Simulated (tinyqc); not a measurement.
MOSFET in the linear regime without short-channel effects, parameter extraction from computed curves: one step of the calculation.

Inversion charge Q = Cox n Vt W0(exp((Vg - VT)/(n Vt))), W0 the Lambert function and n = nf; u = Q/Cox; mobility mu = mu0/(1 + th1 u + th2 u^2); channel resistance Rch = (L - dL)/(W mu Q); Id = Vd/(Rch + Rsd/W). Cox = eps0 eox/tox. Small Vd, no channel-length or drain effects.

Question. The Y function. Y_i = Id_i/sqrt(gm_i). For Id = beta Vd x/(1 + th x), x = Vg - VT, Y = sqrt(beta Vd) x whatever th. Slope s from points 5 and 8; VT_Y = Vg - Y/s at point 8; beta = s^2/Vd; mobility beta L/(W Cox) with the drawn L; th* = (beta Vd x/Id - 1)/x at point 8.

Values chosen for this exercise; channel values of the order met in silicon transistors:
- eox = 3.9 (relative permittivity of the gate insulator (close to silicon dioxide))
- tox = 1.9 nm (insulator thickness)
- mu0 = 240 cm^2/(V s) (low-field mobility)
- th2 = 0 1/V^2 (second mobility attenuation factor)
- W = 10 um (gate width)
- L = 0.7 um (drawn gate length)
- dL = 0.007 um (drawn less effective length)
- Vd = 0.02 V (drain voltage)

Constants: eps0 = 8.8541878128e-14 F/cm where lengths are in cm. Results are converted to the units shown.

```
point  Vg (V)      Id (uA)
0        0.46  0.012201884
1        0.56   0.21764426
2        0.66    2.4001818
3        0.76    8.7768111
4        0.86    16.867596
5        0.96    24.947085
6        1.06    32.522490
7        1.16    39.483238
8        1.26    45.836812
9        1.36    51.628183
```

gm, point 1 to 8 (uS): 11.939900  42.795834  72.337072  80.851368  78.274469  72.680767  66.571608  60.724723

Find: Y; s; VT_Y; beta; mobility from Y; th*.

Answer.

Y, point 1 to 8 (uA^0.5 V^0.5): 0.06299  0.3669  1.032  1.876  2.820  3.815  4.839  5.882
s = 10.21 uA^0.5 V^-0.5
VT_Y = 0.6838 V
beta = 5210 uA/V^2
mobility from Y = 200.7 cm^2/(V s)
th* = 0.5379 1/V

The mobility from Y is 17 % below mu0 L/(L - dL) = 242 cm^2/(V s), which it should reach in deep inversion when th2 = 0.

Computed by the program tinyqc: `OMP_NUM_THREADS=1 python tinyqc.py 2210014 2210015 out.jsonl`, one thread of a shared Intel Xeon 2.30GHz, about 0.01 s for the whole run.
